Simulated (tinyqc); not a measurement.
Plane-wave Kohn-Sham cycle with exchange-only LDA in a layered model solid, step by step. Computed by tinyqc, a small Python program that keeps every step. Settings: points = 16, plane-wave index or count = 3, electrons = 2, k points = 2, area = 21.0, mixing = 0.5, iteration cap = 51, Kerker q0 = 1.08. Command: `OMP_NUM_THREADS=1 python tinyqc.py 25589 25590 out.jsonl` (the two numbers bound the seeds that draw the settings). One thread of a shared host (Intel(R) Xeon(R) Processor @ 2.60GHz), about 0.02 s of CPU time with the checks.

A solid whose potential varies along x alone (atomic units):
```
parameter                      value
period a                   10.500000
cross-section of the cell  21.000000
electrons per cell                 2
grid points                       16
plane waves -n..n, n               3
k points                           2
V1 in V1 cos(2 pi x/a)     -0.450000
```

Stop when sqrt(dV sum R^2) is below 1e-8, dV = a A/N.

Course of the cycle:
```
iteration  E (hartree)  norm of the residual
1          -0.83052810              1.65e-01
2          -0.76180481              1.36e-01
3          -0.70976122              1.14e-01
4          -0.67169400              9.57e-02
5          -0.64430900              8.08e-02
6          -0.62485084              6.83e-02
7          -0.61118509              5.78e-02
8          -0.60170140              4.88e-02
9          -0.59520137              4.11e-02
10         -0.59080324              3.46e-02
11         -0.58786605              2.90e-02
...                ...                   ...
41         -0.58254614              1.27e-04
42         -0.58254614              1.06e-04
43         -0.58254615              8.88e-05
44         -0.58254615              7.43e-05
45         -0.58254615              6.22e-05
46         -0.58254615              5.21e-05
47         -0.58254616              4.36e-05
48         -0.58254616              3.65e-05
49         -0.58254616              3.06e-05
50         -0.58254616              2.56e-05
51         -0.58254616              2.15e-05
```

Can the last value be used, and what does the course show?

Not by the stop rule, although the second column moves by less than 1e-07 over the last three steps. Not converged within 51 iterations: the residual falls steadily but slowly, by a factor of about 0.84 a step. Reruns (cap 100 unless said): mixing 0.1: not converged; mixing 0.5, Kerker q0 1.0: converged in 84 (E = -0.58255); mixing 0.3, Pulay depth 5: converged in 16 (E = -0.58255); the original settings with a cap of 400: converged in 95 (E = -0.58255).
